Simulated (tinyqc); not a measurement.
Through the band inversion: Shockley state of an s-p chain by decimation.

Each site has s at -d/2 and p at +d/2: H0 = diag(-d/2, d/2). The block to the next site on the right is H1 = [[-ts, u], [-u, tp]] (rows s, p of site n; columns s, p of site n + 1). Bulk: H(k) = [[-d/2 - 2 ts cos k, 2i u sin k], [-2i u sin k, d/2 + 2 tp cos k]]. The bands are inverted at k = pi if d < 2 (ts + tp).

Values chosen for the exercise: ts = 0.87 eV (s-s hopping); tp = 1.53 eV (p-p hopping); u = 1.15 eV (s-p hopping).

d = f 2 (ts + tp). Gap edges from 201 k points; levels in the gap from an open chain of 60 sites (their mean, and the weight on the two end sites summed over them, divided by their number); a dash: none.

Against d:

| f | d (eV) | top of lower band (eV) | bottom of upper band (eV) | levels in the gap | mean level (eV) | end weight |
|---|---|---|---|---|---|---|
| 0.10 | 0.480 | -1.9800 | 1.5000 | 2 | -0.0660 | 0.990 |
| 0.30 | 1.440 | -2.3400 | 1.0200 | 2 | -0.1980 | 0.910 |
| 0.50 | 2.400 | -1.8600 | 0.5400 | 2 | -0.3300 | 0.750 |
| 0.70 | 3.360 | -1.3800 | 0.0600 | 2 | -0.4620 | 0.510 |
| 0.85 | 4.080 | -1.0200 | -0.3000 | 2 | -0.5610 | 0.277 |
| 1.15 | 5.520 | -1.0200 | -0.3000 | 0 | - | - |
| 1.30 | 6.240 | -1.3800 | 0.0600 | 0 | - | - |
| 1.60 | 7.680 | -2.1000 | 0.7800 | 0 | - | - |

What can be read from this table?

Levels in the gap appear for f = 0.1, 0.3, 0.5, 0.7 and 0.85 and for none of the other rows; the gap closes at f = 1. The level lies at -0.0660 eV for f = 0.1 and -0.5610 eV for f = 0.85, on the line E = d (ts - tp)/(2 (ts + tp)), and its end weight goes from 0.99 to 0.28: no shift of the surface potential is needed, the inversion alone binds it.

tinyqc: `OMP_NUM_THREADS=1 python tinyqc.py 1451928 1451929 out.jsonl`; about 0.4 s, one thread, shared Intel(R) Xeon(R) Processor @ 2.30GHz.
